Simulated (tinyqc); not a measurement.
Inputs raised by 5 %, one at a time: self-heating of a transistor with one or more fingers, with temperature-dependent conductivity. Computed by tinyqc, a small Python program. Command: `OMP_NUM_THREADS=1 python tinyqc.py 3024006 3024007 out.jsonl selfheat sens`. One thread of a shared host (Intel(R) Xeon(R) Processor @ 2.30GHz), about 0.2 s of CPU time with the checks.

N long parallel fingers lie on the top face of a slab whose bottom is held at T_0; the top is otherwise insulated, and heat flows in two dimensions. P in W/mm is 1000 P in W/m.

Inputs (values chosen for the exercise, modelled on gallium nitride):
```
quantity                                      value        unit
conductivity at the base temperature kappa_0    197     W/(m K)
exponent m in kappa ~ T^-m                     1.33           -
base temperature T_0                            300           K
power per gate width P                          2.2        W/mm
fingers N                                         6           -
finger pitch s                                   17  micrometre
width of the heat source w                     0.27  micrometre
substrate thickness t                            95  micrometre
phonon free path Lambda                         110          nm
power coefficient beta                          2.9      1e-3/K
```

Power: power rises with temperature.

Method:
- A line source of power P on the top face raises the top at distance x by (P/(pi kappa_0)) g(x), g(x) = -ln tanh(pi x/(4 t)) (the image sum for the slab). On a strip of width w the centre sees the mean of g over the strip, g_0 = 1 + ln(8 t/(pi w)) for w much below t.
- theta_i = (P/(pi kappa_0)) [g_0 + sum over j != i of g(|i - j| s)], with equal powers and constant conductivity; thermal resistance = largest theta/P.
- Kirchhoff transformation for kappa = kappa_0 (T/T_0)^-m: T = T_0 [1 - (m - 1) theta/T_0]^(-1/(m - 1)), where theta is the linear rise.
- The bracket vanishes at the power P T_0/((m - 1) theta).
- Near a source smaller than the free path, Fourier's law overstates the flow. Rough estimate: a strip that emits phonons into a half space adds a resistance times area of 4 Lambda/(3 kappa_0), from the ballistic flux C v Delta T/4 with kappa_0 = C v Lambda/3, so Delta T_b = 4 Lambda P/(3 kappa_0 w); Knudsen number Lambda/w.
- The power follows P [1 + beta (T - T_0)] with T the peak temperature, for all fingers alike. Start at T_0 and repeat; stop when T changes by less than 1e-6 K, after 50 steps, or when the bracket falls below 0.05.

Runs; columns: (1) input moved; (2) from; (3) to; (4) thermal resistance (K mm/W); (5) true rise (K); (6) peak temperature with feedback (K); (7) ballistic rise Delta T_b (K):
```
(1)                                                      (2)     (3)    (4)    (5)    (6)    (7)
base run                                                   -       -  24.63  61.42  377.5  6.066
conductivity at the base temperature kappa_0 (W/(m K))   197  206.85  23.46  58.13  372.2  5.777
exponent m in kappa ~ T^-m                              1.33  1.3965  24.63  61.85  378.4  6.066
power per gate width P (W/mm)                            2.2    2.31  24.63  64.91  383.4  6.370
width of the heat source w (micrometre)                 0.27  0.2835  24.56  61.20  377.1  5.777
substrate thickness t (micrometre)                        95   99.75  25.09  62.71  379.6  6.066
phonon free path Lambda (nm)                             110   115.5  24.63  61.42  377.5  6.370
power coefficient beta (1e-3/K)                          2.9   3.045  24.63  61.42  378.5  6.066
```

Exponents ln(y'/y) / ln(x'/x):
```
input                                         thermal resistance  true rise  peak temperature with feedback  ballistic rise Delta T_b
conductivity at the base temperature kappa_0              -1.000     -1.127                          -0.291                        -1
exponent m in kappa ~ T^-m                                 0.000      0.143                           0.048                         0
power per gate width P                                     0.000      1.134                           0.317                         1
width of the heat source w                                -0.066     -0.074                          -0.020                        -1
substrate thickness t                                      0.375      0.425                           0.116                         0
phonon free path Lambda                                    0.000      0.000                           0.000                         1
power coefficient beta                                     0.000      0.000                           0.058                         0
```

Among the inputs moved here: thermal resistance answers most in size to conductivity at the base temperature kappa_0 (exponent -1.000), next to substrate thickness t (+0.375); its exponent is below 0.0005 for exponent m in kappa ~ T^-m, power per gate width P, phonon free path Lambda, power coefficient beta. Its exponent -1.000 in conductivity at the base temperature kappa_0: the linear problem scales as 1/kappa_0. Its exponent 0.000 in power per gate width P: R is defined for the linear problem. True rise answers most in size to power per gate width P (exponent +1.134), and about equally to conductivity at the base temperature kappa_0 (-1.127); its exponent is below 0.0005 for phonon free path Lambda, power coefficient beta. Peak temperature with feedback answers most in size to power per gate width P (exponent +0.317), next to conductivity at the base temperature kappa_0 (-0.291); its exponent is below 0.0005 for phonon free path Lambda. Ballistic rise Delta T_b answers most in size to conductivity at the base temperature kappa_0 (exponent -1.000), and about equally to power per gate width P (+1.000), width of the heat source w (-1.000), phonon free path Lambda (+1.000); its exponent is below 0.0005 for exponent m in kappa ~ T^-m, substrate thickness t, power coefficient beta. Its exponent -1.000 in width of the heat source w: the ballistic term goes as the flux P/w.
